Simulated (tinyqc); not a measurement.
# MOSFET in saturation, small-signal circuit and noise: effects of single changes

Bias by the inversion coefficient IC = I/Ispec (charge-based model with velocity saturation; weak inversion below 0.1, strong above 10). Common-source circuit: gm, gds, Cgs, Cgd and Cj at the inner nodes, Rg in series with the gate; quasi-static, no source or drain resistance, no gate-body capacitance, no substrate network, no induced gate noise, so fmax is an upper estimate.

Parameters, values chosen for the exercise: temperature T = 325 K; gate length L = 28 nm; total gate width W = 80 um; gate capacitance Cox = 0.96 uF/cm^2; mobility mu = 220 cm^2/(V s); slope factor n = 1.2; velocity-saturation length Ls = 10 nm; ratio gds/gm sg = 0.096; overlap and fringe capacitance per side Cov = 0.21 fF/um; drain junction capacitance Cj = 0.71 fF/um; sheet resistance of the gate Rsh = 15 ohm; finger width Wf = 4 um; gate contact and vertical resistance Rc = 200 ohm um; inversion coefficient IC = 14; short-channel excess of the noise factor gw = 0.09; oxide trap density Nt = 6e16 cm^-3 eV^-1; tunnelling length into the oxide lt = 0.1 nm; Coulomb scattering coefficient ac = 0 V s/C.

Constants: q = 1.602176634e-19 C, kB = 1.380649e-23 J/K, Vt = kB T/q. Results are converted to the units shown.

Each table varies one quantity; the others keep the values above.

## Integrated noise against bandwidth

Ispec = 2 n mu Cox (W/L) Vt^2, lc = Ls/L, gms = [sqrt((lc IC + 1)^2 + 4 IC) - 1]/[2 + lc (lc IC + 1)], gm = gms Ispec/(n Vt), gds = sg gm. qs = [sqrt(1 + 4 IC) - 1]/2, Cgs = Cox W L qs (2 qs + 3)/(3 (qs + 1)^2) + Cov W, Cgd = Cov W, Cd = Cj W, Rg = Rsh (Wf/L)/(12 Nf) + Rc/W with Nf = W/Wf fingers (not rounded) contacted at both ends. Channel noise Sid = 4 kB T gam n gm with gam = (1/2 + (2/3) qs)/(1 + qs) + gw lc IC, qs = [sqrt(1 + 4 IC) - 1]/2, lc = Ls/L (the last term an empirical rise with velocity saturation); at the gate, white noise Sw = Sid/gm^2 + 4 kB T Rg. Number fluctuation with correlated mobility: S(f) = K/f, K = q^2 Vt lt Nt/(W L Cox^2) (1 + ac mu Cox I/gm)^2, Vt in eV with Nt per eV. Corner fc = K/Sw. Mean square from f1 = 100 Hz to B: Sw (B - f1) + K ln(B/f1).

Integrated noise against bandwidth:
```
B (Hz)  spot noise at B (nV/Hz^0.5)  white part (uV rms)  1/f part (uV rms)  total (uV rms)
1000                          144.6              0.02197              6.936           6.936
10000                         45.72              0.07286              9.809           9.810
1e5                           14.47               0.2315              12.01           12.02
1e6                           4.629               0.7323              13.87           13.89
1e7                           1.620                2.316              15.51           15.68
1e8                          0.8633                7.323              16.99           18.50
1e9                          0.7464                23.16              18.35           29.55
```

What does the comparison show?

The 1/f part adds the same power, K ln 10, in each decade and grows only from 6.94 to 18.4 uV; the white part grows as sqrt(B). It overtakes the 1/f part by B = 1e9 Hz among the rows, above the corner fc = 3.90e7 Hz of the spot noise.

## Gains against frequency

fT = gm/(2 pi (Cgs + Cgd)), fmax = fT/(2 sqrt(Rg (gds + 2 pi fT Cgd))). Inner admittances at w = 2 pi f: y11 = i w (Cgs + Cgd), y12 = -i w Cgd, y21 = gm - i w Cgd, y22 = gds + i w (Cgd + Cd). Invert to Z, add Rg to Z11 and invert back to Y. |h21| = |Y21/Y11|; U = |Y21 - Y12|^2/(4 [Re Y11 Re Y22 - Re Y12 Re Y21]). MSG = |Y21/Y12|; stability factor k = [2 Re Y11 Re Y22 - Re(Y12 Y21)]/|Y12 Y21|.

The same in every row: f sqrt(U) (GHz) = 199.8.

Gains against frequency:
```
f (GHz)  |h21| (dB)  U (dB)  MSG (dB)        k
2.4           40.12   38.41     24.42  0.02357
4.5           34.66   32.95     21.69  0.04419
8.5           29.13   27.43     18.93  0.08346
16            23.64   21.93     16.18   0.1571
30            18.19   16.47     13.46   0.2943
56            12.79   11.05     10.76   0.5480
100           7.818   6.014     8.271   0.9710
190           2.487  0.4387     5.605    1.794
```

Over the table |h21| falls by 19.8 dB a decade, U by 20.0 and MSG by 9.91. The product f sqrt(U) stays at 200 GHz, against fmax = 200 GHz from the formula. k passes one by f = 190 GHz among the rows; below that the device is only conditionally stable.

## Effect of the inversion coefficient on speed and noise

Same model as above.

Corner fc = K/Sw. IC is held fixed.

The same in every row: Rg (ohm) = 11.429.

Effect of the inversion coefficient on speed and noise:
```
IC    I (uA)  fT (GHz)  fmax (GHz)  sqrt(Sw) (nV/Hz^0.5)  fc (MHz)
0.03  34.078    4.5585      28.111                3.3650    1.8454
0.1   113.59    13.711      48.619                1.9654    5.4095
0.3   340.78    33.374      75.467                1.2998    12.368
1     1135.9    75.250      112.46               0.93320    23.993
3     3407.8    137.13      150.88               0.77608    34.691
10     11359    221.55      190.90               0.72525    39.725
30     34078    281.08      214.51               0.79070    33.421
```

What does the comparison show?

As IC goes from 0.03 to 30, fT rises from 4.56 to 281 GHz, fmax rises from 28.1 to 215 GHz, the white noise goes from 3.36 through a minimum of 0.725 (at IC = 10 among the rows listed) to 0.791 nV/Hz^0.5 and the corner goes from 1.85 through a maximum of 39.7 (at IC = 10 among the rows listed) to 33.4 MHz. At IC = 0.03 fmax exceeds 4 fT, where channel resistance and substrate losses, left out here, would cap it.

Program tinyqc, `OMP_NUM_THREADS=1 python tinyqc.py 2150107 2150108 out.jsonl`; Intel Xeon 2.30GHz, shared host, one thread, about 0.01 s.
